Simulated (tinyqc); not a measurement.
Time-domain thermoreflectance: layered heat flow under a modulated pulse train, and what the signal ratio measures. Inputs raised by 2 %, one at a time. Computed by tinyqc, a small Python program. Command: `OMP_NUM_THREADS=1 python tinyqc.py 3113276 3113277 out.jsonl tdtr sens`. One thread of a shared host (Intel(R) Xeon(R) Processor @ 2.30GHz), about 0.2 s of CPU time with the checks.

Pulses repeat at 80 MHz; heat is laid down at the surface, all layers are isotropic.

Inputs (values chosen for the exercise, modelled on aluminium on 4H-SiC):
```
quantity                                value        unit
metal thickness d                         120          nm
metal conductivity                        180     W/(m K)
metal heat capacity                      2.42  MJ/(m^3 K)
boundary conductance G under the metal     52  MW/(m^2 K)
substrate conductivity kappa              307     W/(m K)
substrate heat capacity C                2.17  MJ/(m^3 K)
modulation frequency f                    9.8         MHz
spot radius w (1/e^2, pump and probe)     5.7  micrometre
delay t                                   690          ps
```

Stack: metal, substrate.

Method:
- For radial wave number k and angular frequency W each layer has u = sqrt(4 pi^2 k^2 + i W C/kappa) and gamma = kappa u. Surface impedance from below: Z = 1/gamma for the substrate; a layer of thickness L maps Z to (Z + tanh(u L)/gamma)/(1 + gamma Z tanh(u L)); a boundary adds 1/G.
- Response per absorbed watt H(W) = 2 pi int_0^(2/w) Z(k, W) exp(-pi^2 k^2 w^2) k dk by 20 Gauss-Legendre points.
- Signal: X + iY = sum_(m = -M..M) H(2 pi (f + m f_r)) exp(i 2 pi m f_r t) exp(-pi (m/M)^2 x 4), f_r = 80 MHz, M = 4000, with H(-W) the complex conjugate of H(W); V_in = X, V_out = Y, ratio = -V_in/V_out.

Runs:
```
input moved                                          from      to  ratio -V_in/V_out  V_in (K/mW)  V_out (K/mW)  phase of H(2 pi f) (degrees)
base run                                                -       -             4.9898      0.40320     -0.080806                       -27.108
metal thickness d (nm)                                120   122.4             4.8765      0.39714     -0.081440                       -27.433
boundary conductance G under the metal (MW/(m^2 K))    52   53.04             5.0646      0.40158     -0.079291                       -26.929
substrate conductivity kappa (W/(m K))                307  313.14             5.0125      0.40324     -0.080446                       -27.014
substrate heat capacity C (MJ/(m^3 K))               2.17  2.2134             5.0058      0.40313     -0.080533                       -27.051
modulation frequency f (MHz)                          9.8   9.996             4.9557      0.40204     -0.081128                       -27.403
spot radius w (1/e^2, pump and probe) (micrometre)    5.7   5.814             4.9691      0.38762     -0.078006                       -27.188
delay t (ps)                                          690   703.8             4.9638      0.40216     -0.081018                       -27.108
```

Exponents ln(y'/y) / ln(x'/x):
```
input                                   ratio -V_in/V_out    V_in   V_out  phase of H(2 pi f)
metal thickness d                                  -1.160  -0.765   0.394               0.602
boundary conductance G under the metal              0.752  -0.204  -0.956              -0.334
substrate conductivity kappa                        0.230   0.004  -0.226              -0.175
substrate heat capacity C                           0.162  -0.009  -0.171              -0.107
modulation frequency f                             -0.346  -0.146   0.200               0.547
spot radius w (1/e^2, pump and probe)              -0.210  -1.990  -1.781               0.148
delay t                                            -0.263  -0.131   0.132               0.000
```

Among the inputs moved here: ratio -V_in/V_out answers most in size to metal thickness d (exponent -1.160), next to boundary conductance G under the metal (+0.752). V_in answers most in size to spot radius w (1/e^2, pump and probe) (exponent -1.990), next to metal thickness d (-0.765). Its exponent -1.990 in spot radius w (1/e^2, pump and probe): one-dimensional flow, power over area. V_out answers most in size to spot radius w (1/e^2, pump and probe) (exponent -1.781), next to boundary conductance G under the metal (-0.956). Phase of H(2 pi f) answers most in size to metal thickness d (exponent +0.602), next to modulation frequency f (+0.547); its exponent is below 0.0005 for delay t.
